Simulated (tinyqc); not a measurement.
Worked calculation: carbon nanotube by zone folding. Values are carried at full precision from step to step, so a last printed digit may differ when a step is redone from the rounded ones.

Circumference C = n a1 + m a2, a = sqrt3 acc; d = a sqrt(n^2 + nm + m^2)/pi; tan(theta) = sqrt3 m/(2n + m); dR = gcd(2n + m, 2m + n); T = t1 a1 + t2 a2 with t1 = (2m + n)/dR, t2 = -(2n + m)/dR, |T| = sqrt3 pi d/dR; N = 2 (n^2 + nm + m^2)/dR hexagons a cell. On cutting line mu = 0 to N - 1 at x = k|T|/(2 pi) the phases are p1 = 2 pi (-t2 mu + m x)/N, p2 = 2 pi (t1 mu - n x)/N, and E = -/+ t |1 + exp(i p1) + exp(i p2)|.

Parameters, chosen for this exercise (near those used for carbon; the results hold for these values, not for the real material):
- n = 8 (chiral index)
- m = 8 (chiral index)
- acc = 1.42 angstrom (bond length)
- t = 2.99 eV (hopping)
- mu = 7 (cutting line)
- x = 0.38 (position on the line)

## Geometry

Form d, theta, dR, t1, t2, N and |T|, and (n - m) mod 3.

d = 10.848 angstrom
theta = 30.00 degrees

dR, t1, t2, N: [24, 1, -1, 16]

|T| = 2.460 angstrom
(n - m) mod 3 = 0

A cutting line passes through K: metallic in zone folding; armchair, 32 atoms a cell.

## One point of one line

Form the phases and the energy.

p1, p2 (rad): [3.94270, 1.55509]

E of the upper band = 1.2744 eV

## Band edges

The three lowest distinct minima of E along the lines, doubled (the transition between mirror bands), against the cone: 2 t acc j/d with j = 1, 2, 4 for semiconducting and 0, 3, 3 for metallic tubes.

Transitions (eV):
```
order  zone folding    cone
1            0.0000  0.0000
2            2.2884  2.3483
```

For an armchair tube the lines on both sides of K are mirror images, so the first pair stays degenerate. Measured optical lines also hold self-energy and exciton terms.

## The small gap from curvature

Rolling tilts the orbitals and moves K off the line: Eg = (3/4) t (acc/d)^2 |cos(3 theta)| in the estimate used here (misalignment of pi orbitals alone).

gap = 0.0 meV

It vanishes for armchair tubes.

Program tinyqc; command `OMP_NUM_THREADS=1 python tinyqc.py 1452391 1452392 out.jsonl`; about 0.01 s on one thread of a shared Intel(R) Xeon(R) Processor @ 2.30GHz.
